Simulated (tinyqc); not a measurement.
Worked calculation: capillary instabilities by surface diffusion: grooving and agglomeration of films, edge retraction, wire break-up and smoothing of roughness. Computed by tinyqc, a small Python program that keeps every step. Command: `OMP_NUM_THREADS=1 python tinyqc.py 3028467 3028468 out.jsonl dewet walk`. One thread of a shared host (Intel(R) Xeon(R) Processor @ 2.30GHz), about 0.01 s of CPU time with the checks. Intermediate numbers are printed to about 7 digits and carried at full precision; extremes and crossings named in words are read from the listed rows.

Isotropic surface energy; shapes change by surface diffusion alone.

Inputs (values chosen for the exercise, of the order of those of a cobalt film):
```
quantity                                value        unit
surface energy gamma_s                   2.19       J/m^2
grain-boundary energy gamma_b            0.66       J/m^2
contact angle on the substrate theta      100     degrees
atomic volume Omega                      11.1  angstrom^3
surface sites nu                           12      1/nm^2
prefactor D0                          0.00041       m^2/s
activation energy Q                      1.67          eV
temperature T                             967           K
time t                                   1300           s
film thickness h                           35          nm
grain radius R                             72          nm
wire radius r                             2.5          nm
initial ripple over radius               0.02           -
roughness wavelength lambda                83          nm
```

Grooves: at the surface only.

Constants: k_B = 8.617333262e-05 eV/K; k_B = 1.380649e-23 J/K.

## The Mullins constant

B = D_s nu gamma_s Omega^2/(k_B T), D_s = D0 exp(-Q/(k_B T)).

D_s = 8.112110e-13 m^2/s

B = 196741.2 nm^4/s

length (B t)^(1/4) = 126.4619 nm

Lengths grow as t^(1/4): doubling one takes 16 times as long, or roughly 160 K more.

## Will grooves cut through?

Groove angle beta: sin(beta) = gamma_b/(2 gamma). For circular grains of radius R with spherical caps the groove ends (measured from the mean surface) at the depth R g(beta), g = (2 - 3 cos beta + cos^3 beta)/(3 sin^3 beta). The film parts if R g(beta_s) > h.

beta_s = 8.666621 degrees

sum of g = 0.03796005

critical R/h = 26.34348

final depth over h = 0.07808925

The grooves stop short by this estimate; triple junctions groove deeper and may still open.

## Groove growth in time

Mullins' isolated groove: depth below the flat surface d = 0.780 m (B t)^(1/4), m = tan(beta_s), width between the ridges 4.6 (B t)^(1/4); time to reach h: (h/(0.780 m))^4/B.

groove depth = 15.03528 nm

groove width = 581.7247 nm

time to reach the substrate = 38174.17 s

Caution: the grooves of neighbouring boundaries overlap, so the depth levels off at its final value. Caution: the grains are too small for the surface groove ever to reach the depth h.

## Retraction of a straight edge

A rim shaped as a circular segment with contact angle theta holds the area h x; its radius r obeys r^2 (theta - sin theta cos theta) = h x. To advance, the edge must carry a strip of the rim height H = r (1 - cos theta) over the rim, driven by the curvature 1/r over the distance r theta (the scaling argument of Brandon and Bradshaw): H dx/dt = B/(theta r^2) gives x^(5/2) = (5/2) B t c^(3/2)/(theta (1 - cos theta) h^(3/2)), c = theta - sin theta cos theta.

retraction x = 437.3086 nm

rim height H = 104.8890 nm

present speed = 0.1345565 nm/s

The rim is 3.0 times the film thickness. x goes as t^(2/5) h^(-3/5): thin films retract faster.

## Break-up of a free wire

A wire with r + A cos(k z) has dA/dt = (B/r^4) (kr)^2 [1 - (kr)^2] A: unstable for wavelengths above 2 pi r, fastest at kr = 1/sqrt 2 with the rate B/(4 r^4); break-up time about (4 r^4/B) ln(r/A0); each wavelength makes a sphere of radius (3 r^2 lambda_m/4)^(1/3).

fastest wavelength = 22.21441 nm

break-up time = 0.003106891 s

radius of the spheres = 4.704629 nm

t over the break-up time = 418424.7

The wire breaks up within t. Caution: faceting can stabilise wires along low-index directions.

## Smoothing against break-up

Roughness of wavelength lambda on a flat face decays as exp[-B (2 pi/lambda)^4 t]; the smoothing time is that for a factor e^3.

Times (s); the last column is (h/(0.780 tan beta_s))^4/B:
```
T (K)    B (nm^4/s)     smoothing  wire break-up  groove to depth h
822    6.747372e+03  1.353878e+01   9.059136e-02       1.113090e+06
870    2.340969e+04  3.902281e+00   2.611114e-02       3.208258e+05
919    7.267897e+04  1.256914e+00   8.410323e-03       1.033371e+05
967    1.967412e+05  4.643215e-01   3.106891e-03       3.817417e+04
1015   4.835674e+05  1.889110e-01   1.264050e-03       1.553131e+04
1064   1.111353e+06  8.219815e-02   5.500084e-04       6.757917e+03
1160   4.602260e+06  1.984920e-02   1.328160e-04       1.631901e+03
```

All times share 1/B, so their ratios do not depend on T: break-up over smoothing is 0.0067. The wire breaks before this roughness is smoothed, at any temperature. Smoothing is safe for lambda well below 2 pi r, above which a ripple along the wire grows instead. B spans 2.8 decades over these rows.

Checks made by the program: g against the volume of a spherical cap (relative difference below 1e-10).
